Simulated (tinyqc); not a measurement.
Formation energy of a charged point defect from supercell energies: one step, computed by the program tinyqc.

The host is a compound AB. Making the defect adds n_A = -1, n_B = 0, n_X = 1 atoms to the cell. All total energies are inputs. E_F is counted from the valence-band maximum (VBM); x = 0 is A-rich and x = 1 B-rich growth.

Problem. Chemical potentials. dmu_A = x dH and dmu_B = (1 - x) dH, so that dmu_A + dmu_B = dH; mu = mu(element) + dmu. The impurity is held at its solubility limit: dmu_X = min(0, dH(XB) - dmu_B). The reservoir term is sum n_i mu_i.

Inputs (values chosen for the exercise, for a model compound AB): mu_A of the pure element = -5.804 eV; formation enthalpy dH of AB = -2.6 eV; growth condition x = 0.29; mu_X of the pure element = -5.734 eV; formation enthalpy of XB = -2.3 eV.

Defect: impurity X on an A site. Supercell lattice: sc.

Give: dmu_A; dmu_B; dmu_X; sum n_i mu_i.

Solution.

dmu_A = -0.754 eV

dmu_B = -1.846 eV

dmu_X = -0.454 eV

sum n_i mu_i = 0.37 eV

The competing phase caps mu_X.
